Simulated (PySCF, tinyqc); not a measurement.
A ladder of methods, and size consistency: correlation methods against full CI in the sto-3g basis, for H4, spin multiplicity 1. Computed by the program tinyqc with PySCF. All electrons correlated; +Q is the Davidson correction (1 - c0^2) E_corr. The last columns treat two copies 100 angstrom apart as one system. FCI is the lowest singlet.

Geometry (angstrom):
```
atom       x       y       z
H     0.0000  0.0000  0.0000
H     0.0000  0.0000  1.1030
H     0.0000  1.3560  0.0000
H     0.0000  1.3560  1.1030
```

RHF energy of one = -1.930988 hartree

Correlation energies (hartree):
```
method   E_corr of one  share of FCI (%)  E_corr of two at 100 angstrom  two minus twice one (mhartree)
MP2          -0.058929           55.2104                      -0.117857                          0.0000
CISD         -0.101939           95.5071                      -0.184173                         19.7050
CISD+Q       -0.114315          107.1021                      -0.216027                         12.6028
CCSD         -0.106853          100.1110                      -0.213706                          0.0000
CCSD(T)      -0.106853          100.1110                      -0.213706                          0.0000
FCI          -0.106735          100.0000                              -                               -
```

What does the comparison show, and why?

MP2 recovers 55 %, CISD 95.5 % and CCSD 100.1 % of the FCI value (c0^2 = 0.879 in CISD). MP2 and coupled cluster are size consistent, so their last column vanishes; CISD loses 19.71 mhartree, since a double excitation on each copy is a quadruple of the pair, and the Davidson correction leaves +12.60. The restricted reference is unstable here: a spin-polarised solution lies 0.0321 hartree lower (PySCF), so results built on it describe a poor reference.
